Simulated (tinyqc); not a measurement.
Inside a calculation. Method: plane-wave Kohn-Sham cycle with exchange-only LDA in a layered model solid. One step of it, computed by the program tinyqc.

Problem. Iteration 1: levels at that k. Diagonalise the Hermitian matrix.

H (hartree), order -2, -1, +0, +1, +2:
$$\begin{pmatrix}
0.110159 & -0.120000 & 0.000000 & 0.000000 & 0.000000 \\
-0.120000 & -0.115484 & -0.120000 & 0.000000 & 0.000000 \\
0.000000 & -0.120000 & -0.190698 & -0.120000 & 0.000000 \\
0.000000 & 0.000000 & -0.120000 & -0.115484 & -0.120000 \\
0.000000 & 0.000000 & 0.000000 & -0.120000 & 0.110159
\end{pmatrix}$$

Give: eigenvalues.

Solution.

eigenvalues (hartree): [-0.340, -0.167, -0.033, 0.162, 0.177]
